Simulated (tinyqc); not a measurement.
Longitudinal sound in a periodic multilayer: transfer matrices, stop bands and folded phonons: one step, computed by the program tinyqc. Command: `OMP_NUM_THREADS=1 python tinyqc.py 3013990 3013991 out.jsonl multilayer walk`. One thread of a shared host (Intel(R) Xeon(R) Processor @ 2.30GHz), about 0.01 s of CPU time with the checks.

Layers 1 and 2 repeat with period d = d_1 + d_2; waves travel normal to the layers, without loss. State vector (u, s): displacement u and stress divided by omega. Impedances Z = rho v are in 1e6 kg/(m^2 s).

Task: Impedances, mean velocity and Bragg frequency. Z = rho v; interface reflection r = (Z_2 - Z_1)/(Z_2 + Z_1) (stress amplitude, from 1 into 2); Bragg frequency f_B = 1/[2 (d_1/v_1 + d_2/v_2)]; long-wave velocity v_eff = d/sqrt[(d_1/v_1)^2 + (d_2/v_2)^2 + (Z_1/Z_2 + Z_2/Z_1)(d_1/v_1)(d_2/v_2)].

Inputs (values chosen for the exercise, modelled on gallium nitride (layer 1), aluminium nitride (layer 2) and silica (substrate)):
```
quantity,value,unit
density rho_1,6.26,g/cm^3
velocity v_1,8170,m/s
thickness d_1,354,nm
density rho_2,3.23,g/cm^3
velocity v_2,11100,m/s
thickness d_2,486,nm
substrate density,2.18,g/cm^3
substrate velocity,6090,m/s
```

Give: Z_1; Z_2; Z of the substrate; interface reflection r; Bragg frequency f_B; long-wave velocity v_eff.

Result:

Z_1 = 51.1442

Z_2 = 35.853

Z of the substrate = 13.2762

interface reflection r = -0.1758

Bragg frequency f_B = 5.740 GHz

long-wave velocity v_eff = 9493 m/s
